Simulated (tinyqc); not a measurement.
Nucleation and growth of vacancy voids in a cooling silicon-like crystal: one step, computed by the program tinyqc. Command: `OMP_NUM_THREADS=1 python tinyqc.py 3006575 3006576 out.jsonl voids walk`. One thread of a shared host (Intel(R) Xeon(R) Processor @ 2.30GHz), about 0.3 s of CPU time with the checks.

Spherical voids; vacancies are lost only to voids.

Question. Nucleation rate at T with the initial excess. C_e = C_m exp[-(E_f/k_B)(1/T - 1/T_m)]; D = D0 exp(-E_m/(k_B T)); f = k_B T ln(C/C_e); r* = 2 gamma/(rho f); W* = 16 pi gamma^3/(3 rho^2 f^2); Z = f/sqrt(12 pi W* k_B T); I = rho Z (4 pi r* D C) exp(-W*/(k_B T)).

Inputs (values chosen for the exercise, close to those used for silicon):
```
quantity                                    value    unit
vacancy density at the melting point C_m  8.8e+14  1/cm^3
formation energy E_f                            4      eV
melting point T_m                            1685       K
diffusion prefactor D0                    0.00064  cm^2/s
migration energy E_m                         0.38      eV
site density rho                            5e+22  1/cm^3
void surface energy gamma                   0.821   J/m^2
temperature of the worked step T             1405       K
```

initial excess C = 2.80e+13 1/cm^3

Constants: k_B = 8.617333262e-05 eV/K; k_B = 1.380649e-23 J/K; e = 1.602176634e-19 C.

Give: C_e; D; driving force f; critical radius r*; W*/(k_B T); rate I.

Answer.

C_e = 3.6327e+12 1/cm^3

D = 2.7740e-05 cm^2/s

driving force f = 0.24726 eV

critical radius r* = 0.82897 nm

W*/(k_B T) = 121.83

rate I = 1.5030e-29 1/(cm^3 s)

Cooling by 10 K multiplies I by 3.5e9: nucleation switches on within a narrow range of temperature.
